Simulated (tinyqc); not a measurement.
Interlayer thickness: switching kinetics of a ferroelectric film and the memory window of a ferroelectric gate stack. Computed by tinyqc, a small Python program. Command: `OMP_NUM_THREADS=1 python tinyqc.py 3018373 3018374 out.jsonl feswitch walk`. One thread of a shared host (Intel(R) Xeon(R) Processor @ 2.30GHz), about 0.01 s of CPU time with the checks.

Fields in MV/cm; 1 microcoulomb/cm^2 over eps_0 is 11.29409 MV/cm. In the stack (metal, ferroelectric, interlayer, channel) the channel is taken as a conductor.

Inputs (values chosen for the exercise, for a model hafnia-based film):
```
quantity                                 value               unit
saturation polarisation P_s                 21  microcoulomb/cm^2
ratio P_r/P_s                             0.91                  -
coercive field E_c                        0.84              MV/cm
permittivity of the ferroelectric eps_F     28                  -
thickness t_F                               19                 nm
permittivity of the interlayer eps_I       7.5                  -
share s of P screened by trapped charge   0.79                  -
pulse height V                             3.4                  V
breakdown field of the interlayer           13              MV/cm
```

Method. Series stack: V = E_F t_F + E_I t_I and eps_I E_I = eps_F E_F + (1 - s) P/eps_0. E_I is for P = +P_s at the pulse height, the depolarising field for P = +P_r at V = 0; V needed puts E_F = 1.5 E_c after switching.

Stack against t_I:
```
t_I (nm)  E_F after (MV/cm)  E_I (MV/cm)  depolarising field / E_c  V needed (V)
0.3                  1.5908       12.580                   0.10727        2.7343
0.5                  1.4703       12.130                   0.17239        2.9612
0.8                  1.3048       11.512                   0.26177        3.3016
1.2                  1.1086       10.780                   0.36768        3.7554
1.6                  0.9360       10.135                   0.46093        4.2092
2.0                  0.7828        9.563                   0.54365        4.6630
3.0                  0.4661        8.381                   0.71467        5.7975
```

Each nanometre of interlayer costs 1.13 V, against 0.13 V for a nanometre of ferroelectric. The depolarising field grows from 0.11 to 0.71 E_c. At E_F = 1.5 E_c the interlayer carries (1.5 eps_F E_c + (1 - s) P_s/eps_0)/eps_I = 11.3 MV/cm whatever its thickness. Caution: where E_F after switching is below E_c the switching stalls before P_s, and where the depolarising field exceeds E_c the state switches back, so those rows describe states that are not held.
